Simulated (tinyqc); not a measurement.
Worked calculation: ROHF in the sto-3g basis, for H4+, spin multiplicity 2. One step of it, computed by the program tinyqc.

Question. Iteration 2: diagonalisation and new density. Diagonalise F' = X^T F X, C = X C', fill 2 alpha and 1 beta electrons from the bottom; D(s) = C_occ C_occ^T. Each column has its largest component positive (the first on a tie).

effective F (hartree), order 1H 1s, 2H 1s, 3H 1s, 4H 1s:
```
[[-0.538669, -0.631112, -0.055995, -0.031846],
 [-0.631112, -0.580116, -0.121238, -0.055995],
 [-0.055995, -0.121238, -0.580116, -0.631112],
 [-0.031846, -0.055995, -0.631112, -0.538669]]
```

X, order 1H 1s, 2H 1s, 3H 1s, 4H 1s:
```
[[1.150371, -0.349124, 0.016553, -0.005492],
 [-0.349124, 1.154134, -0.057040, 0.016553],
 [0.016553, -0.057040, 1.154134, -0.349124],
 [-0.005492, 0.016553, -0.349124, 1.150371]]
```

Give: F' = X^T F X; orbital energies; coefficients C; D(alpha) after iteration 2; D(beta) after iteration 2.

Answer.

F' = X^T F X (hartree):
```
[[-0.2772, -0.4652, -0.0007, -0.0249],
 [-0.4652, -0.3187, -0.0872, -0.0007],
 [-0.0007, -0.0872, -0.3187, -0.4652],
 [-0.0249, -0.0007, -0.4652, -0.2772]]
```

orbital energies (hartree): [-0.8228, -0.7066, 0.1148, 0.2228]

coefficients C, order 1H 1s, 2H 1s, 3H 1s, 4H 1s:
```
[[0.3646, 0.4036, 0.7601, -0.7563],
 [0.4213, 0.4139, -0.6926, 0.7931],
 [0.4213, -0.4139, -0.6926, -0.7931],
 [0.3646, -0.4036, 0.7601, 0.7563]]
```

D(alpha) after iteration 2, order 1H 1s, 2H 1s, 3H 1s, 4H 1s:
```
[[0.2958, 0.3206, -0.0134, -0.0300],
 [0.3206, 0.3488, 0.0062, -0.0134],
 [-0.0134, 0.0062, 0.3488, 0.3206],
 [-0.0300, -0.0134, 0.3206, 0.2958]]
```

D(beta) after iteration 2, order 1H 1s, 2H 1s, 3H 1s, 4H 1s:
```
[[0.1329, 0.1536, 0.1536, 0.1329],
 [0.1536, 0.1775, 0.1775, 0.1536],
 [0.1536, 0.1775, 0.1775, 0.1536],
 [0.1329, 0.1536, 0.1536, 0.1329]]
```
